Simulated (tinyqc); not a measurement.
Inside a calculation. Model: small-signal admittance of a forward-biased p+-n diode.

Computed by the program tinyqc: `OMP_NUM_THREADS=1 python tinyqc.py 2890171 2890172 out.jsonl`, one thread of a shared Intel Xeon 2.30GHz, about 0.01 s for the whole run. Printed values are rounded.

Holes injected into a neutral base of width wb with an ohmic contact at its end; low injection, p0 far above the equilibrium density. A small voltage v exp(i w t), w = 2 pi f, modulates the edge density by p0 v/Vt, and the small-signal density obeys Dp d2p/dx2 = (1/tau + i w) p.

Parameters, values chosen for the exercise; permittivity close to that of gallium arsenide: temperature T = 275 K; relative permittivity eps_r = 12.9; donor density of the base Nd = 1.5e15 cm^-3; hole diffusion coefficient Dp = 5.2 cm^2/s; hole lifetime tau = 2e-8 s; width of the neutral base wb = 5.8 um; excess hole density at the junction edge p0 = 3.3e11 cm^-3; acceptor density of the p+ side Na = 3e19 cm^-3; signal frequency f = 2e6 Hz.

Constants: q = 1.602176634e-19 C, kB = 1.380649e-23 J/K, Vt = kB T/q, eps0 = 8.8541878128e-14 F/cm where lengths are in cm. Results are converted to the units shown.

## Closed-form admittance

L = sqrt(Dp tau); direct current J = (q Dp p0/L) coth(wb/L); k = sqrt(1 + i w tau)/L; diffusion admittance Y = (q Dp p0/Vt) k coth(k wb) = G + i w C_diff; junction capacitance C_j = sqrt(q eps0 eps_r Nd/(2 Vr)) in the depletion approximation, with the remaining barrier Vr = Vt ln(Na/p0), a rough value under forward bias; base-width modulation is left out.

L = 3.224903 um
J = 9.005777e-4 A/cm^2
k wb = 1.812433+0.224270i
Y = 0.03813666+0.00382588i S/cm^2
C_diff = 3.044535e-4 uF/cm^2
C_j = 0.01777771 uF/cm^2

G is 1.00 times its low-frequency value J/Vt, and C_diff is 0.0171 times C_j.

## The same by finite differences

9 equal intervals, h = wb/9; u = small-signal density over its edge value, u_0 = 1, u_9 = 0; u_(i-1) + b u_i + u_(i+1) = 0 with b = -2 - h^2 (1/tau + i w)/Dp; Y = (q Dp p0/(Vt h)) (-b/2 - u_1), which includes the half box at the edge.

b = -2.039934-0.010036i
u, node 1 to 8: [0.8070279-0.0166053i, 0.6464499-0.0257742i, 0.5119456-0.0294842i, 0.3981810-0.0292336i, 0.3006106-0.0261540i, 0.2153071-0.0211018i, 0.1388134-0.0147314i, 0.0680108-0.0075561i]
Y on the mesh = 0.03833466+0.00389281i S/cm^2

Against the closed form the real part is 0.52 % above it and the imaginary part 1.7 % above it; |k h| = 0.20.
